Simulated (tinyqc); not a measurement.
Inside a calculation. Model: millisecond and nanosecond annealing: surface heating, thermal budget and solid-phase regrowth. Computed by tinyqc, a small Python program that keeps every step. Command: `OMP_NUM_THREADS=1 python tinyqc.py 3029853 3029854 out.jsonl flash walk`. One thread of a shared host (Intel(R) Xeon(R) Processor @ 2.30GHz), about 0.02 s of CPU time with the checks. Intermediate numbers are printed to about 5 digits and carried at full precision; extremes and crossings named in words are read from the listed rows.

A square pulse heats the surface of a thick wafer with constant thermal properties; losses by radiation are neglected and silicon melts at 1414 C.

Inputs (values chosen for the exercise, modelled on hot silicon with phosphorus):
```
quantity                      value        unit
incident fluence              0.542      J/cm^2
pulse length t_p            8.6e-08           s
reflectance R                  0.57           -
thermal conductivity k          0.3    W/(cm K)
heat capacity per volume c     2.12  J/(cm^3 K)
preheat temperature T0           25           C
wafer thickness d               775          um
dopant prefactor D0            3.89      cm^2/s
dopant activation energy E     3.69          eV
regrowth prefactor v0         4e+08        cm/s
regrowth energy E_v            2.68          eV
amorphous layer                  12          nm
```

Source: pulsed laser.

Constants: k_B = 8.617333262e-05 eV/K.

## Peak temperature

Absorbed flux q = (1 - R) fluence/t_p; kappa = k/c. With f(z, t) = (2 q/k) sqrt(kappa t) ierfc(z/(2 sqrt(kappa t))), ierfc(x) = exp(-x^2)/sqrt(pi) - x erfc(x): T = T0 + f(z, t) during the pulse and T0 + f(z, t) - f(z, t - t_p) after it. At the surface the rise at the end of the pulse is 2 q sqrt(t_p/(pi k c)); the fluence that just melts the surface scales with (1414 - T0).

absorbed flux q = 2.71e+06 W/cm^2

kappa = 0.14151 cm^2/s

thermal length sqrt(kappa t_p) = 1.1032 um

peak temperature = 1149.5 C

fluence at the melting threshold = 0.66951 J/cm^2

The heated layer is 0.14 % of the wafer thickness, so the cold bulk quenches the surface. Caution: cold silicon conducts heat several times better than the constant k used here, so the real melting fluence is higher.

## Temperature in depth and time

The formulas are those given above.

Temperature (C):
```
t/t_p  surface  z = 0.5 thermal lengths   z = 1   z = 2
0.10     380.6                    84.01   28.93   25.00
0.25     587.2                   223.95   75.08   25.97
0.50     820.1                   419.22  191.05   41.92
0.75     998.8                   580.59  309.99   77.46
1.00    1149.5                   720.75  422.90  125.16
1.10     848.8                   713.45  462.21  146.32
1.50     607.1                   566.68  462.96  220.44
2.00     490.8                   470.65  415.54  256.94
4.00     326.3                   320.91  305.33  250.81
10.00    207.5                   206.28  202.73  189.22
```

One tenth of a pulse length after the end the surface has lost 301 C: cooling starts as sqrt(t - t_p), much faster than heating ends.

## Thermal budget

Temperatures in kelvin are T(C) + 273.15. Integrate exp(-E/(k_B T(t))) at the surface from 0 to 10 t_p (Gauss-Legendre, 60 points in sqrt(t) up to t_p and 60 in sqrt(t - t_p) after it). (Dt) = D0 x integral with E; regrowth = v0 x integral with E_v; effective time = integral/exp(-E/(k_B T_peak)).

budget (Dt) = 2.2476e-21 cm^2

diffusion length 2 sqrt(Dt) = 9.4817e-04 nm

effective time over t_p = 0.079348

possible regrowth = 0.011831 nm

Only 7.9 % of the pulse counts at the peak; the estimate 2 k_B T_peak^2/(E (T_peak - T0)) gives 8.4 %. The amorphous layer of 12 nm regrows only by 0.099 % of its thickness. Caution: equilibrium diffusivities are used; implant damage enhances diffusion, and k and c vary with temperature. Caution: a diffusion length below the atomic spacing of 0.235 nm means about one jump per atom or fewer, so the profile does not change measurably.

## Same peak temperature, different pulse lengths

For each t_p the flux is set so that the peak temperature stays the same: q sqrt(t_p) is fixed.

Pulses:
```
t_p (s)   fluence (J/cm^2)  q (W/cm^2)  thermal length (um)  2 sqrt(Dt) (nm)  regrowth (nm)
1.00e-07        5.8445e-01  2.5132e+06           1.1896e+00       1.0224e-03     1.3758e-02
1.00e-06        1.8482e+00  7.9473e+05           3.7618e+00       3.2332e-03     1.3758e-01
1.00e-05        5.8445e+00  2.5132e+05           1.1896e+01       1.0224e-02     1.3758e+00
1.00e-04        1.8482e+01  7.9473e+04           3.7618e+01       3.2332e-02     1.3758e+01
3.00e-04        3.2012e+01  4.5884e+04           6.5156e+01       5.6001e-02     4.1273e+01
1.00e-03        5.8445e+01  2.5132e+04           1.1896e+02       1.0224e-01     1.3758e+02
3.00e-03        1.0123e+02  1.4510e+04           2.0604e+02       1.7709e-01     4.1273e+02
1.00e-02        1.8482e+02  7.9473e+03           3.7618e+02       3.2332e-01     1.3758e+03
```

Fluence and diffusion length grow as sqrt(t_p), regrowth as t_p. The layer of 12 nm regrows from t_p = 0.0001 s on among these rows, at a diffusion length of 0.032 nm. Caution: the shortest pulses need a source absorbed within their thermal length, and the longest also heat the back of the wafer, which the thick-wafer formula leaves out.

Checks made by the program: heat stored at the end of the pulse against the absorbed fluence (relative difference below 1e-10).
